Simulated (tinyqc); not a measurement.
## Distribution of switching voltages from the rising branch

Question. In a Preisach model that starts with all elements at -1, a rising voltage turns to +1 all elements whose up-switching voltage it has passed, and P = Ps (2 F - 1) with F their total weight; the last voltage saturates the film. Find Ps and the weight that switches in each interval, from 0 V up.

P on the way up (uC/cm^2): 1 V -37.921060, 2 V -33.570463, 3 V 0.059245, 4 V 33.688793, 5 V 38.000000

Answer. Each step of P divided by 2 Ps is the weight of that interval; the rising branch says nothing of the down-switching voltages.

Ps = 38.00 uC/cm^2
weights: 0.0010  0.0572  0.4425  0.4425  0.0567

Computed by the program tinyqc: `OMP_NUM_THREADS=1 python tinyqc.py 2860047 2860048 out.jsonl`, one thread of a shared Intel Xeon 2.30GHz, about 0.01 s for the whole run.
